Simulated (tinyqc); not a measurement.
Ten-year voltage from two stress tests.

Problem. Lifetimes follow tau = t0 exp(B/Vd). Ten years are 3.15576e8 s. Find B, t0 and the drain voltage for ten years.

lifetimes at Vd = 2.8 and 3.1 V (s): [15000, 346.722370]

Solution. ln(tau) is linear in 1/Vd.

B = 109 V
t0 = 1.86e-13 s
ten-year voltage = 2.23 V

Computed by the program tinyqc: `OMP_NUM_THREADS=1 python tinyqc.py 2550061 2550062 out.jsonl`, one thread of a shared Intel Xeon 2.30GHz, about 0.01 s for the whole run.
